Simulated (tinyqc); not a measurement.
# Worked calculation: long-channel MOSFET, surface-potential model

Numbers from tinyqc (`OMP_NUM_THREADS=1 python tinyqc.py 2360088 2360089 out.jsonl`; about 0.04 s on one thread of a shared Intel Xeon 2.30GHz). Printed values are rounded.

n-channel transistor on a uniformly doped p-type body, gradual-channel approximation, constant mobility, Boltzmann statistics, full ionisation. Potentials are counted from the neutral body; V is the electron quasi-Fermi potential, Vsb at the source and Vsb + Vds at the drain. Charges are magnitudes per area.

Parameters, values chosen for the exercise; material values close to those of gallium arsenide: temperature T = 300 K; band gap Eg = 1.41 eV; relative permittivity of the semiconductor eps_r = 13.1; conduction-band density of states at T Nc = 4.42e17 cm^-3; valence-band density of states at T Nv = 8.9e18 cm^-3; acceptor density of the body Na = 3.4e15 cm^-3; relative permittivity of the gate insulator eox = 23; insulator thickness tox = 13 nm; flat-band voltage Vfb = -0.38 V; channel mobility mu = 370 cm^2/(V s); gate width W = 10 um; gate length L = 5 um; source-body reverse bias Vsb = 1 V; gate-source voltage Vgs = 0.92 V; drain-source voltage Vds = 2 V.

Constants: q = 1.602176634e-19 C, kB = 1.380649e-23 J/K, Vt = kB T/q, eps0 = 8.8541878128e-14 F/cm where lengths are in cm. Results are converted to the units shown.

Range of the model: The surface electron density at the source passes 0.3 Nc, where degeneracy, left out here, matters.

## Body potential, insulator capacitance and body factor

ni = sqrt(Nc Nv) exp(-Eg/(2 Vt)), Eg in volts; phiF = Vt ln(Na/ni); Cox = eps0 eox/tox; gamma = sqrt(2 q eps0 eps_r Na)/Cox. VT = Vfb + 2 phiF + gamma sqrt(2 phiF + Vsb), m = 1 + gamma/(2 sqrt(2 phiF + Vsb)).

ni = 2.84399e6 cm^-3
phiF = 0.540354 V
Cox = 1.56651 uF/cm^2
gamma = 0.0226927 V^0.5
VT = 0.733442 V
m = 1.00787

## Iteration 1: surface potential at the source by Newton steps

psi at the start (2 phiF + Vsb) = 2.08071 V

With V = Vsb: G = psi - Vt + Vt e, e = exp((psi - 2 phiF - Vsb)/Vt); f = Vgs + Vsb - Vfb - psi - gamma sqrt(G); f' = -1 - gamma (1 + e)/(2 sqrt(G)); psi(new) = psi - f/f'.

G = 2.08071 V
f = 0.186557 V
f' = -1.01573
psi after iteration 1 = 2.26438 V

## Iteration 2: surface potential at the source by Newton steps

As before.

G = 33.7153 V
f = -0.0961419 V
f' = -3.38120
psi after iteration 2 = 2.23594 V

## Course of the iteration: surface potential at the source by Newton steps

Stop when psi changes by less than 1e-10 V, or after 40 iterations.

Course of the iteration:

| iteration | psi (V) | \|change\| (V) |
|---|---|---|
| 1 | 2.26438 | 0.184 |
| 2 | 2.23594 | 0.0284 |
| 3 | 2.22863 | 7.31e-3 |
| 4 | 2.22827 | 3.57e-4 |
| 5 | 2.22827 | 7.81e-7 |
| 6 | 2.22827 | 3.72e-12 |

Converged in 6 iterations. At the end the number of correct digits about doubles with each step.

## Charges and current of the charge-sheet model

psi_0 = 2.22827 V
psi_L = 2.26604 V

psi_0 and psi_L solve Vgs + Vsb - Vfb - psi = gamma sqrt(G) at V = Vsb and Vsb + Vds. Qi = Cox gamma [sqrt(G) - sqrt(psi - Vt)], G = psi - Vt + Vt exp((psi - 2 phiF - V)/Vt), at both ends. With U = Vgs + Vsb - Vfb: drift = mu (W/L) Cox [U (psi_L - psi_0) - (psi_L^2 - psi_0^2)/2 - (2/3) gamma ((psi_L - Vt)^1.5 - (psi_0 - Vt)^1.5)]; diffusion = mu (W/L) Vt (Qi0 - QiL).

Qi0 = 59.6069 nC/cm^2
QiL = 1.00456e-31 nC/cm^2
drift current = 0.832843 uA
diffusion current = 1.14031 uA
drain current = 1.97315 uA

Drift carries 42.2 % of the current. The drain end is pinched off: its charge is under 1 % of that at the source.

## Inversion charge along the channel

| point | V (V) |
|---|---|
| 0 | 1 |
| 1 | 1.2 |
| 2 | 1.4 |
| 3 | 1.6 |
| 4 | 1.8 |
| 5 | 2 |
| 6 | 2.2 |
| 7 | 2.4 |
| 8 | 2.6 |
| 9 | 2.8 |
| 10 | 3 |

The surface potential psi at channel potential V solves Vgs + Vsb - Vfb - psi = gamma sqrt(G), G = psi - Vt + Vt exp((psi - 2 phiF - V)/Vt). Charge sheet: Qi = Cox gamma [sqrt(G) - sqrt(psi - Vt)]. Pao-Sah: Qi = (Cox gamma/2) integral from 3 Vt to psi of exp((u - 2 phiF - V)/Vt)/sqrt(G(u, V)) du.

| point | psi (V) | Qi, charge sheet (nC/cm^2) | Qi, Pao-Sah (nC/cm^2) |
|---|---|---|---|
| 0 | 2.22827 | 59.6069 | 59.8899 |
| 1 | 2.26593 | 0.173024 | 0.174040 |
| 2 | 2.26604 | 7.59959e-5 | 7.64422e-5 |
| 3 | 2.26604 | 3.31848e-8 | 3.33797e-8 |
| 4 | 2.26604 | 1.44906e-11 | 1.45757e-11 |
| 5 | 2.26604 | 6.32754e-15 | 6.36470e-15 |
| 6 | 2.26604 | 2.76301e-18 | 2.77924e-18 |
| 7 | 2.26604 | 1.20651e-21 | 1.21359e-21 |
| 8 | 2.26604 | 5.26840e-25 | 5.29934e-25 |
| 9 | 2.26604 | 2.30052e-28 | 2.31403e-28 |
| 10 | 2.26604 | 1.00456e-31 | 1.01046e-31 |

At the source the charge-sheet charge is 0.47 % below the Pao-Sah one.

## Pao-Sah current by Simpson's rule

I = mu (W/L) integral of Qi dV; Simpson's rule on the 11 points, step Vds/10, weights 1, 4, 2, ..., 4, 1 times step/3.

Pao-Sah current = 2.98892 uA

Gauss-Legendre quadrature on many points gives 2.217 uA, so this value is 35 % above it; the charge-sheet current, 1.973 uA, is 11 % below it.
